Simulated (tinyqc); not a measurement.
Loss and coupling from a measured resonance.

Inverse problem. An all-pass ring of radius Rr has F = FSR/FWHM = pi sqrt(a t)/(1 - a t) and Tmin = (a - t)^2/(1 - a t)^2; it is known to be overcoupled (t < a). a = 10^(-al L/20), L = 2 pi Rr, k2 = 1 - t^2, FSR = lam^2/(ng L). Find ng, al and k2.

Values chosen for this exercise: cold resonance wavelength lam = 1550 nm; ring radius Rr = 7.5 um.

FSR = 12.71387368 nm
FWHM = 23.23196122 pm
Tmin (linear) = 0.04248987060

Solution. The finesse gives the product a t, Tmin the difference |a - t|; the spectrum alone cannot tell which is which.

ng = 4.010
al = 4.200 dB/cm
k2 = 0.006900

Program tinyqc, `OMP_NUM_THREADS=1 python tinyqc.py 2650036 2650037 out.jsonl`; Intel Xeon 2.30GHz, shared host, one thread, about 0.01 s.
